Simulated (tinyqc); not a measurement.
# Elastic trap-assisted tunnelling through a dielectric: effects of single changes

Emitter at x = 0 (Fermi level 0), collector at x = t (Fermi level -V), band edge U(x) = phi - F x, F = V/t. A trap at x has the energy E = U(x) - Et. With G(u) = (4/(3 F)) sqrt(mo/C) max(u, 0)^1.5, C = hbar^2/(2 m0): S1 = G(phi - E) - G(Et), S2 = G(Et) - G(phi - V - E), T1,2 = exp(-S1,2). The steady rate through one trap is nu T1 T2 (f1 - f2)/(T1 + T2), f1 = f(E), f2 = f(E + V), f(y) = 1/(1 + exp(y/Vt)); both contacts offer states at E.

Parameters, values chosen for the exercise; dielectric values close to those of aluminium oxide: temperature T = 350 K; barrier above the emitter Fermi level phi = 2.54 eV; tunnelling mass mo = 0.39 m0; thickness t = 5.3 nm; trap depth below the band edge of the dielectric Et = 2.25 eV; trap density Nt = 1.1e17 cm^-3; attempt frequency nu = 1e13 1/s; voltage V = 2.01 V.

Constants: q = 1.602176634e-19 C, kB = 1.380649e-23 J/K, hbar = 1.054571817e-34 J s, m0 = 9.1093837015e-31 kg, Vt = kB T/q, hbar^2/(2 m0) = 0.0380998212 eV nm^2. Results are converted to the units shown.

Each table varies one quantity; the others keep the values above.

## Current against voltage

J = q Nt times the integral of the rate over x. Direct S = (4/(3 F)) sqrt(mo/C) [phi^1.5 - max(phi - V, 0)^1.5].

Current against voltage:
```
V (V)  J (A/cm^2)  x of the peak over t  larger S there  direct S
0.3      2.40e-10                 0.495            25.6      52.4
0.83      2.92e-8                 0.475            25.4      49.4
1.36      4.12e-8                 0.458            25.2      46.0
1.89      6.62e-8                 0.440            24.8      42.2
2.42      1.36e-7                 0.420            24.3      37.4
2.96      5.14e-7                 0.394            23.4      30.9
3.49      8.85e-6                 0.189            21.9      26.2
4.02      1.37e-4                 0.157            19.0      22.8
4.55      0.00110                 0.133            16.8      20.1
5.08      0.00567                 0.116            15.0      18.0
```

Read the table: what changes, and by how much?

J rises from 2.40e-10 to 0.00567 A/cm^2, by 3.94 decades a volt between the first two rows and 1.34 between the last two. The position of the peak falls from 0.495 to 0.116 of t; only traps beyond x/t = (phi - Et)/V lie below the emitter Fermi level, with phi - Et = 0.290 eV. It jumps from 0.394 to 0.189 between V = 2.96 and 3.49 V.

## Effect of the thickness at fixed voltage

Same model as above.

Effect of the thickness at fixed voltage:
```
t (nm)  J (A/cm^2)  x of the peak over t  larger S there  direct S
2.5         0.0324                 0.430            11.8      19.4
3.4        5.03e-4                 0.433            15.9      26.4
4.4        4.90e-6                 0.435            20.5      34.2
5.3        7.59e-8                 0.436            24.7      41.2
6.2        1.18e-9                 0.436            28.9      48.2
7.1       1.83e-11                 0.437            33.0      55.2
8.1       1.79e-13                 0.437            37.7      63.0
9         2.78e-15                 0.438            41.8      70.0
```

What does the comparison show?

J falls from 0.0324 to 2.78e-15 A/cm^2, on average 2.01 decades a nanometre, against 3.38 for the direct exponent: trap-assisted leakage falls more slowly, so it gains on direct tunnelling as the layer thickens.

Range of the model: Phonon-assisted (inelastic) capture, chains of traps and a spread of trap depths are left out.

tinyqc, about 0.04 s, one thread, Intel Xeon 2.30GHz (shared host): `OMP_NUM_THREADS=1 python tinyqc.py 2370054 2370055 out.jsonl`
